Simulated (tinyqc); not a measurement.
# Frequency dispersion of an accumulation capacitance by border traps, distributed model: effects of single changes

Traps spread evenly through the insulator exchange electrons with the semiconductor by tunnelling, with tau(x) = t0 exp(2 ka x) at depth x from the interface. The admittance per area Y seen at depth x obeys dY/dx = -Y^2/(i w eps0 eox) + q Nb ln(1 + i w tau)/tau, with Y(0) = i w Cs and w = 2 pi f; the gate sees Y(tox) = G + i w C. Working variable y = Y/(i w), in uF/cm^2. Cox = eps0 eox/tox.

Inputs (values chosen for the exercise); permittivity close to that of silicon dioxide: relative permittivity of the insulator eox = 3.98; insulator thickness tox = 12 nm; semiconductor capacitance in accumulation Cs = 0.59 uF/cm^2; density of border traps Nb = 9.8e19 cm^-3 eV^-1; decay constant of the wave function in the insulator ka = 3.6 1/nm; time constant of a trap at the interface t0 = 5e-10 s; frequency f = 1000 Hz.

Constants: q = 1.602176634e-19 C, eps0 = 8.8541878128e-14 F/cm where lengths are in cm. Results are converted to the units shown.

Each table varies one quantity; the others keep the values above.

## Capacitance and loss against frequency

Cox; trap-free value 1/(1/Cox + 1/Cs); response depth d = ln(1/(w t0))/(2 ka), where w tau = 1; lumped estimate: all traps within d act as C_bt = q Nb d placed at d/2, so C = 1/{1/[1/(1/Cs + d/(2 eps0 eox)) + C_bt] + (tox - d/2)/(eps0 eox)}. C and G from a fine integration; dispersion -d C/d log10 f over C, from f times and over 1.1. For a broad spread of time constants G/w is close to -(pi/2) dC/d ln w.

The same in every row: trap-free C (uF/cm^2) = 0.1961.

Capacitance and loss against frequency:
```
f (Hz)  d (nm)  C (uF/cm^2)  G/w (uF/cm^2)  dispersion (% a decade)  -(pi/2) dC/d ln w (uF/cm^2)  lumped C (uF/cm^2)
10       2.399       0.3212       0.006905                    3.143                     0.006889              0.3031
100      2.080       0.3113       0.006755                    3.171                     0.006734              0.2962
1000     1.760       0.3014       0.006748                    3.266                     0.006716              0.2890
10000    1.440       0.2915       0.006953                    3.470                     0.006900              0.2809
1e5      1.120       0.2810       0.007505                    3.865                     0.007410              0.2716
1e6     0.8004       0.2695       0.008690                    4.622                     0.008498              0.2601
1e7     0.4806       0.2556        0.01116                    6.186                      0.01079              0.2443
```

C falls from 0.3212 to 0.2556 uF/cm^2, towards the trap-free 0.1961; each decade of frequency removes ln 10/(2 ka) = 0.320 nm from the response depth. The dispersion rises from 3.14 to 6.19 % a decade and G/w goes from 0.00690 through a minimum of 0.00675 (at f = 1000 Hz among the rows listed) to 0.0112 uF/cm^2. G/w lies between 1.00 and 1.03 times -(pi/2) dC/d ln w, the relation for a broad spread of time constants.

## Effect of the decay constant of the wave function in the insulator

Same model as above.

The same in every row: trap-free C (uF/cm^2) = 0.1961.

Results:
```
ka (1/nm)  d (nm)  C (uF/cm^2)  G/w (uF/cm^2)  dispersion (% a decade)  -(pi/2) dC/d ln w (uF/cm^2)  lumped C (uF/cm^2)
2.5         2.534       0.3291        0.01023                    4.538                      0.01019              0.3058
3.2         1.980       0.3091       0.007588                    3.582                     0.007554              0.2940
3.9         1.624       0.2967       0.006285                    3.090                     0.006254              0.2857
4.6         1.377       0.2879       0.005539                    2.804                     0.005509              0.2792
5.3         1.195       0.2812       0.005065                    2.625                     0.005036              0.2740
6.7        0.9456       0.2712       0.004504                    2.420                     0.004478              0.2657
7.4        0.8561       0.2673       0.004322                    2.357                     0.004297              0.2624
```

Estimate the missing row, ka = 6 1/nm.

Computed row:
```
ka (1/nm)  d (nm)  C (uF/cm^2)  G/w (uF/cm^2)  dispersion (% a decade)  -(pi/2) dC/d ln w (uF/cm^2)  lumped C (uF/cm^2)
6           1.056       0.2758       0.004741                    2.505                     0.004713              0.2695
```

With this row back in the table: As ka goes from 2.5 to 7.4, C falls from 0.329 to 0.267 uF/cm^2, the dispersion falls from 4.54 to 2.36 % a decade and G/w falls from 0.0102 to 0.00432 uF/cm^2. The lumped estimate is 7.1 % below C in the first row and 1.9 % below it in the last.

Computed by the program tinyqc: `OMP_NUM_THREADS=1 python tinyqc.py 2202237 2202238 out.jsonl`, one thread of a shared Intel Xeon 2.30GHz, about 0.7 s for the whole run.
